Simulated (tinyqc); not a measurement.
Inside a calculation. Method: one-electron ion in a basis of Gaussians. One step of it, computed by the program tinyqc.

Question. Matrices over normalised Gaussians. With p = a_i + a_j and I(k) = Gamma((k+1)/2) / (2 p^((k+1)/2)): S = I(2l+2), T = (2l+3) a_i a_j S / p, V = -Z I(2l+1), each divided by sqrt(S_ii S_jj).

exponents of r^l exp(-a r^2) (1/bohr^2): 0.019140  0.044970  0.105700  0.248400

Z = 2

l = 1

Give: S; T; V.

Answer.

S, lower triangle:
```
        1       2       3       4
1  1.0000
2  0.8014  1.0000
3  0.4408  0.8012  1.0000
4  0.1908  0.4407  0.8013  1.0000
```

T (hartree), lower triangle:
```
        1       2       3       4
1  0.0478
2  0.0538  0.1124
3  0.0357  0.1264  0.2642
4  0.0169  0.0839  0.2971  0.6210
```

V (hartree), lower triangle:
```
         1        2        3        4
1  -0.2944
2  -0.3053  -0.4512
3  -0.2343  -0.4679  -0.6917
4  -0.1484  -0.3591  -0.7174  -1.0604
```
